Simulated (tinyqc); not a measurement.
Inside a calculation. Model: on-chip interconnect, size-dependent resistivity and RC delay.

Computed by the program tinyqc: `OMP_NUM_THREADS=1 python tinyqc.py 2100036 2100037 out.jsonl`, one thread of a shared Intel Xeon 2.30GHz, about 0.01 s for the whole run. Printed values are rounded.

A rectangular line between two neighbours and two ground planes. Surface and grain-boundary scattering are added to the bulk resistivity as corrections; capacitances are parallel-plate values without fringing; inductance is ignored.

Values chosen for this exercise; metal values close to those of tungsten: bulk resistivity rho0 = 5.4 uohm cm; bulk mean free path lam = 15.3 nm; specular share of surface scattering ps = 0; reflection coefficient of grain boundaries Rg = 0.18; grain size over the metal width gr = 1; drawn line width wd = 17 nm; aspect ratio, height over width AR = 1.3; liner on both walls and the bottom, not conducting tl = 0.6 nm; space to the neighbouring lines sp = 17 nm; dielectric height to the planes above and below hd = 39 nm; relative permittivity of the dielectric ek = 3.9; Miller factor of the neighbours Mf = 2; line length Lw = 400 um; driver resistance Rd = 3300 ohm; load capacitance Cl = 0.094 fF; time step dt = 1800 ps.

Constants: eps0 = 8.8541878128e-12 F/m. Results are converted to the units shown.

## Resistivity, resistance and capacitance per length

Metal width x = wd - 2 tl, height y = AR wd - tl; grain boundaries (Mayadas-Shatzkes): al = (lam/(gr x)) Rg/(1 - Rg), g = 1/[1 - 3 al/2 + 3 al^2 - 3 al^3 ln(1 + 1/al)] - 1; surfaces (Fuchs-Sondheimer, thick limit): s = (3/8) lam (1 - ps)(1/x + 1/y); rho = rho0 (1 + g + s); r = rho/(x y); c = eps0 ek (2 wd/hd + 2 Mf AR wd/sp).

x = 15.8 nm
y = 21.5 nm
al = 0.2125656
g = 0.3045766
s = 0.6299934
rho = 10.44668 uohm cm
r = 307.5266 ohm/um
c = 0.2096672 fF/um

rho is 1.93 times the bulk value; surfaces add more (0.630 against 0.305). The liner takes 9.58 % of the cross-section.

## Ladder and Elmore delays

5 equal pi sections: series Rs = r Lw/5; node capacitances c Lw/5, halved at nodes 0 and 5, with Cl added to node 5; Rd feeds node 0. Elmore delay of node k: the sum, over the resistors on the path to k, of resistance times all capacitance downstream of it.

Rs = 24602.13 ohm

```
node    C (fF)  Elmore delay (ps)
0     8.386687           277.0709
1     16.77337           2136.356
2     16.77337           3582.981
3     16.77337           4616.946
4     16.77337           5238.249
5     8.480687           5446.892
```

The far-end value equals Rd (c Lw + Cl) + r Lw (c Lw/2 + Cl) for any number of pi sections; the line resistance contributes 94.9 % of it.

## Step 1: node voltages after a time step

v at t = 0, node 0 to 5 (V): 0  0  0  0  0  0

A 1 V step is applied behind Rd at t = 0. C dv/dt = -G v + b, with G the conductance matrix of the ladder (1/Rs between neighbours, 1/Rd added at node 0) and b = (1 V/Rd, 0, ...). Backward Euler step: (C/dt + G) v(new) = (C/dt) v + b.

v at t = 1 dt, node 0 to 5 (V): 0.9390508  0.5923046  0.3813477  0.2578171  0.1933925  0.1733043

## Step 2: node voltages after a time step

As before.

v at t = 2 dt, node 0 to 5 (V): 0.9715307  0.7630096  0.5936237  0.4729032  0.4014926  0.3777901

## Course in time

A 1 V step is applied behind Rd at t = 0. C dv/dt = -G v + b, with G the conductance matrix of the ladder (1/Rs between neighbours, 1/Rd added at node 0) and b = (1 V/Rd, 0, ...). Backward Euler step: (C/dt + G) v(new) = (C/dt) v + b. The last column solves the same ladder exactly by its modes.

Voltages (V):
```
t (ps)   node 0  node 2  node 5  node 5, exact
1800     0.9391  0.3813  0.1733         0.1697
3600     0.9715  0.5936  0.3778         0.4379
5400     0.9811  0.7193  0.5484         0.6247
7200     0.9868  0.8022  0.6764         0.7496
9000     0.9907  0.8596  0.7691         0.8329
1.080e4  0.9934  0.9001  0.8355         0.8885
1.260e4  0.9953  0.9289  0.8829         0.9256
1.440e4  0.9966  0.9494  0.9166         0.9504
1.620e4  0.9976  0.9640  0.9406         0.9669
1.800e4  0.9983  0.9744  0.9577         0.9779
1.980e4  0.9988  0.9817  0.9699         0.9853
2.160e4  0.9991  0.9870  0.9786         0.9902
```

The far end of the ladder reaches 0.5 V at 4122 ps, 0.757 of its Elmore delay (ln 2 = 0.693 for a single pole); the slowest mode has a time constant of 4449 ps. The largest error of the backward Euler steps at that node is 76 mV.
